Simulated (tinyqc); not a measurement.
Worked calculation (part 2 of 2): RKS/B3LYP (VWN-RPA form) in the 3-21g basis, for H3+, spin multiplicity 1. Computed by tinyqc, a small Python program that keeps every step (integrals from PySCF). Command: `OMP_NUM_THREADS=1 python tinyqc.py 20689 20690 out.jsonl` (the two numbers bound the seeds that draw the settings). One thread of a shared host (Intel(R) Xeon(R) Processor @ 2.60GHz), about 0.6 s of CPU time with the checks.

Geometry (angstrom):
```
atom       x       y       z
H     0.0000  0.0000  0.0000
H     0.0000  0.0000  1.4500
H     0.0000  1.2560  0.7250
```

## Convergence

Stop when the energy changes by less than 1e-08 hartree and every element of the error matrix X^T (F D S - S D F) X is below 3e-05.

Course of the cycle:
```
iteration  E (hartree)     change  largest element of the error matrix
1            -1.222388          -                             4.93e-02
2            -1.222644  -2.56e-04                             3.49e-02
3            -1.222824  -1.81e-04                             2.44e-02
4            -1.222953  -1.28e-04                             1.71e-02
5            -1.223043  -9.03e-05                             1.20e-02
6            -1.223106  -6.35e-05                             8.39e-03
7            -1.223151  -4.46e-05                             5.87e-03
8            -1.223182  -3.13e-05                             4.11e-03
9            -1.223204  -2.19e-05                             2.88e-03
10           -1.223219  -1.54e-05                             2.01e-03
11           -1.223230  -1.08e-05                             1.41e-03
12           -1.223238  -7.54e-06                             9.87e-04
13           -1.223243  -5.28e-06                             6.91e-04
14           -1.223247  -3.70e-06                             4.84e-04
...                ...        ...                                  ...
18           -1.223253  -8.88e-07                             1.16e-04
19           -1.223254  -6.22e-07                             8.13e-05
20           -1.223254  -4.35e-07                             5.69e-05
21           -1.223255  -3.05e-07                             3.98e-05
22           -1.223255  -2.13e-07                             2.79e-05
23           -1.223255  -1.49e-07                             1.95e-05
24           -1.223255  -1.04e-07                             1.37e-05
25           -1.223255  -7.31e-08                             9.57e-06
26           -1.223255  -5.12e-08                             6.70e-06
27           -1.223255  -3.58e-08                             4.69e-06
28           -1.223255  -2.51e-08                             3.28e-06
29           -1.223255  -1.76e-08                             2.30e-06
30           -1.223255  -1.23e-08                             1.61e-06
31           -1.223255  -8.61e-09                             1.13e-06
```

PySCF RKS in the same basis, fine grid = -1.223775 hartree

Converged in 31 iterations. The coarse grid moves the energy by +5.19e-04 hartree.

## Populations, bond orders and dipole

D after iteration 31, order 1H 1s, 1H 2s, 2H 1s, 2H 2s, 3H 1s, 3H 2s:
```
[[0.0952, 0.1209, 0.0952, 0.1209, 0.0965, 0.1199],
 [0.1209, 0.1536, 0.1209, 0.1536, 0.1226, 0.1523],
 [0.0952, 0.1209, 0.0952, 0.1209, 0.0965, 0.1199],
 [0.1209, 0.1536, 0.1209, 0.1536, 0.1226, 0.1523],
 [0.0965, 0.1226, 0.0965, 0.1226, 0.0979, 0.1216],
 [0.1199, 0.1523, 0.1199, 0.1523, 0.1216, 0.1510]]
```

overlap S, order 1H 1s, 1H 2s, 2H 1s, 2H 2s, 3H 1s, 3H 2s:
```
[[1.0000, 0.6459, 0.0378, 0.2076, 0.0377, 0.2075],
 [0.6459, 1.0000, 0.2076, 0.5027, 0.2075, 0.5026],
 [0.0378, 0.2076, 1.0000, 0.6459, 0.0377, 0.2075],
 [0.2076, 0.5027, 0.6459, 1.0000, 0.2075, 0.5026],
 [0.0377, 0.2075, 0.0377, 0.2075, 1.0000, 0.6459],
 [0.2075, 0.5026, 0.2075, 0.5026, 0.6459, 1.0000]]
```

Mulliken: Z minus the diagonal of D S on the atom; Loewdin: the same with S^(1/2) D S^(1/2); Mayer order: 2 sum_s sum (D(s) S)_ij (D(s) S)_ji over the two atoms.

Charges (e):
```
atom  Mulliken  Loewdin
1H      0.3335   0.3339
2H      0.3335   0.3339
3H      0.3330   0.3322
```

Mayer bond orders:
```
pair   order
2-1   0.4442
3-1   0.4446
3-2   0.4446
```

dipole moment about the origin, x y z (debye): [0.0000, 2.0042, 3.4823]
